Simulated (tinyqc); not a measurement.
Worked calculation: microkinetic model of low-temperature epitaxy from hydride gases: adsorption, hydrogen desorption and rate control. Computed by tinyqc, a small Python program that keeps every step. Command: `OMP_NUM_THREADS=1 python tinyqc.py 3011320 3011321 out.jsonl hepi walk`. One thread of a shared host (Intel(R) Xeon(R) Processor @ 2.30GHz), about 0.01 s of CPU time with the checks. Intermediate numbers are printed to about 6 digits and carried at full precision; extremes and crossings named in words are read from the listed rows.

Each hydride molecule needs two free sites and leaves four hydrogen atoms, of which two leave at once as H2; theta is the hydrogen coverage, the site density is 6.78 per nm^2 and one layer is 1.358 angstrom thick.

Inputs (values chosen for the exercise, close to those used for silane and germane on Si(001)): silane pressure p_S = 4.8 Pa; sticking prefactor of silane s0 = 0.015; adsorption barrier E_s = 0.1 eV; desorption prefactor nu_d = 3.4e+11 1/s; desorption energy on silicon E_d = 1.99 eV; hydrogen carrier pressure p_H = 0 Pa; sticking of hydrogen s_H = 1.4e-08; temperature T = 550 C; germane pressure p_G = 1.4 Pa; sticking ratio of germane to silane r_G = 2.1; lowering of E_d per unit germanium fraction, dE = 0.38 eV.

Film: silicon-germanium. Order of hydrogen desorption: first.

Constants: k_B = 8.617333262e-05 eV/K; u = 1.6605390666e-27 kg; k_B = 1.380649e-23 J/K.

## Rate constants

Flux per site F = p/(sqrt(2 pi M k_B T) x 6.78e18 per m^2), M = 32.12 u (silane), 76.63 u (germane), 2.016 u (hydrogen); s = s0 exp(-E_s/(k_B T)); k_S = s F_S, k_G = r_G s F_G; germanium fraction x = k_G/(k_S + k_G); k = k_S + k_G; k_H = s_H F_H; k_d = nu_d exp(-(E_d - dE x)/(k_B T)). Temperatures in kelvin are T(C) + 273.15.

k = 58.6840 1/s

germanium fraction x = 0.283948

k_H = 0 1/s

k_d = 1.01912 1/s

## Coverage and growth rate

With k the hydride and k_H the hydrogen adsorption rate on free pairs and k_d the desorption rate, steady state: 2 (k + k_H)(1 - theta)^2 = k_d theta; growth rate R = k (1 - theta)^2 layers/s; 1 layer/s = 8.148 nm/min. With c = 2 (k + k_H)/k_d the free share is 1 - theta = 2/(1 + sqrt(1 + 4c)).

c = 115.166

hydrogen coverage theta = 0.911057

growth rate R in layers = 0.464240 layers/s

growth rate G = 3.78262 nm/min

Hydrogen covers most sites: its desorption limits growth.

## Degrees of rate control

X_i = d ln R/d ln k_i at fixed other constants. With f = 1 - theta and a = 2/f + 1/theta: d ln f/d ln k_d = 1/(a f), so X_d = 2/(a f), X_k = 1 - X_d k/(k + k_H), X_H = -X_d k_H/(k + k_H); they sum to 1.

X_d (desorption) = 0.953459

X_k (hydride adsorption) = 0.0465412

X_H (hydrogen adsorption) = 0

## Two regimes over temperature

Limits: desorption-limited R = k_d k/(2 (k + k_H)), adsorption-limited R = k.

Growth:
```
T (C)     theta   G (nm/min)  desorption limit (nm/min)  adsorption limit (nm/min)
400    0.994622  1.11724e-02                1.12328e-02                    386.210
450    0.984245  1.04201e-01                1.05869e-01                    419.789
500    0.960108  7.16726e-01                7.46506e-01                    450.385
550    0.911057  3.78262e+00                4.15191e+00                    478.157
600    0.823782  1.56288e+01                1.89721e+01                    503.299
650    0.689525  5.07050e+01                7.35362e+01                    526.013
700    0.516079  1.27980e+02                2.47985e+02                    546.503
750    0.335718  2.49302e+02                7.42596e+02                    564.964
800    0.190040  3.81538e+02                2.00768e+03                    581.581
850    0.097748  4.85606e+02                4.96794e+03                    596.525
```

The apparent activation energy of G is 1.87 eV between the first rows and 0.50 eV between the last; full hydrogen cover gives a value near the desorption energy (plus E_s where k_H far exceeds k), a bare surface one near E_s less k_B T/2 from the flux. The coverage passes one half between 700 and 750 C, the knee of the Arrhenius plot.

Checks made by the program: steady coverage against time integration of d theta/dt (relative difference below 1e-10); degree of control against a finite difference (relative difference below 1e-10).
